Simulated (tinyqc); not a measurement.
# Thin-film transistor with exponential tail and deep states, accumulation layer: what changes with what

An undoped film in accumulation, thicker than the space-charge layer. With band bending psi the Fermi level lies E0 - psi below the band edge. Free electrons n = n0 exp(psi/Vt) carry the current; electrons in two exponential distributions of traps, a = a0 exp(psi/Va) and d = d0 exp(psi/Vp), do not. Linear regime, ohmic contacts, traps in equilibrium.

Values chosen for this exercise; values close to those of amorphous silicon:
- T = 250 K (temperature)
- eps_r = 11.8 (relative permittivity of the semiconductor)
- Nc = 6.1e19 cm^-3 (density of extended states)
- mb = 11 cm^2/(V s) (band mobility)
- Nt = 8.6e19 cm^-3 (total density of tail states)
- Tt = 310 K (characteristic temperature of the tail)
- Nd = 5.2e17 cm^-3 (total density of deep states)
- Td = 1130 K (characteristic temperature of the deep states)
- E0 = 0.57 eV (bulk Fermi level below the band edge)
- Ci = 100 nF/cm^2 (gate capacitance)
- WL = 20 (ratio W/L)
- Vd = 0.05 V (drain voltage)
- Vg = 4.4 V (gate voltage above flat band)

Constants: q = 1.602176634e-19 C, kB = 1.380649e-23 J/K, Vt = kB T/q, eps0 = 8.8541878128e-14 F/cm where lengths are in cm. Results are converted to the units shown.

Each table varies one quantity; the others keep the values above.

## Effect of the characteristic temperature of the tail

Va = kB Tt/q, Vp = kB Td/q; n0 = Nc exp(-E0/Vt), a0 = Nt th(T/Tt) exp(-E0/Va), d0 = Nd th(T/Td) exp(-E0/Vp), th(x) = pi x/sin(pi x). G(psi) = sum over the three kinds of c0 [V (exp(psi/V) - 1) - psi], field F = sqrt(2 q G/(eps0 eps_r)); Vg = psi + eps0 eps_r F/Ci at the surface. Total charge Q = Ci (Vg - psi_s); free charge Qf = q times the integral of n0 (exp(psi/Vt) - 1)/F over psi from 0 to psi_s; I = (W/L) mb Qf Vd; effective mobility mb Qf/Q.

Results:
```
Tt (K)  E0 - psi_s (eV)  Q (nC/cm^2)  free share (%)  effective mobility (cm^2/(V s))  I (nA)
310             0.08573        391.6           4.253                           0.4678   183.2
350             0.08716        391.7           3.777                           0.4155   162.8
390             0.09174        392.2           2.920                           0.3212   126.0
430             0.09796        392.8           2.105                           0.2315   90.94
470              0.1053        393.5           1.450                           0.1595   62.76
510              0.1134        394.3          0.9665                           0.1063   41.93
590              0.1313        396.1          0.4006                          0.04407   17.46
```

Estimate the missing row, Tt = 550 K.

Computed row:
```
Tt (K)  E0 - psi_s (eV)  Q (nC/cm^2)  free share (%)  effective mobility (cm^2/(V s))  I (nA)
550              0.1221        395.2          0.6284                          0.06913   27.32
```

With this row back in the table: As Tt goes from 310 to 590 K, the free share falls from 4.25 to 0.401 %, the distance of the Fermi level from the edge rises from 0.0857 to 0.131 eV and the current falls from 183 to 17.5 nA. Q varies by only 1.2 %: the gate sets the charge, the traps decide how much of it moves. For Tt = 310 to 390 K the th form, which assumes a Fermi level far below the edge, overcounts the filled tail at the surface by more than 15 %.

## Effect of the gate capacitance

Same model as above.

Results:
```
Ci (nF/cm^2)  E0 - psi_s (eV)  Q (nC/cm^2)  free share (%)  effective mobility (cm^2/(V s))  I (nA)
20                     0.1819        80.24          0.9759                           0.1074   8.614
31                     0.1525        123.5           1.718                           0.1890   23.33
49                     0.1252        193.8           2.619                           0.2881   55.83
77                    0.09991        302.6           3.619                           0.3981   120.5
120                   0.07596        468.7           4.722                           0.5194   243.5
300                   0.02780         1157           7.506                           0.8257   955.6
```

Estimate the missing row, Ci = 190 nF/cm^2.

Computed row:
```
Ci (nF/cm^2)  E0 - psi_s (eV)  Q (nC/cm^2)  free share (%)  effective mobility (cm^2/(V s))  I (nA)
190                   0.05165        737.5           6.021                           0.6623   488.4
```

With this row back in the table: As Ci goes from 20 to 300 nF/cm^2, the free share rises from 0.976 to 7.51 %, the distance of the Fermi level from the edge falls from 0.182 to 0.0278 eV and the current rises from 8.61 to 956 nA. At Ci = 300 nF/cm^2 the surface Fermi level is within 2 Vt of the band edge, where the exponential forms fail. In every row the th form, which assumes a Fermi level far below the edge, overcounts the filled tail at the surface by more than 15 %.

## Effect of the total density of deep states

Same model as above.

Effect of the total density of deep states:
```
Nd (cm^-3)  E0 - psi_s (eV)  Q (nC/cm^2)  free share (%)  effective mobility (cm^2/(V s))  I (nA)
5.2e16              0.08458        391.5           4.727                           0.5200   203.5
1.3e17              0.08477        391.5           4.631                           0.5094   199.4
3e17                0.08519        391.5           4.452                           0.4898   191.8
7.4e17              0.08627        391.6           4.074                           0.4482   175.5
1.8e18              0.08897        391.9           3.377                           0.3714   145.6
4.3e18              0.09577        392.6           2.249                           0.2474   97.13
1e19                 0.1135        394.3          0.8883                          0.09772   38.53
```

Read the table: what changes, and by how much?

As Nd goes from 5.2e16 to 1e19 cm^-3, the free share falls from 4.73 to 0.888 %, the distance of the Fermi level from the edge rises from 0.0846 to 0.113 eV and the current falls from 204 to 38.5 nA. Q varies by only 0.74 %: the gate sets the charge, the traps decide how much of it moves. In every row the th form, which assumes a Fermi level far below the edge, overcounts the filled tail at the surface by more than 15 %.

Numbers from tinyqc (`OMP_NUM_THREADS=1 python tinyqc.py 2610049 2610050 out.jsonl`; about 0.02 s on one thread of a shared Intel Xeon 2.30GHz).
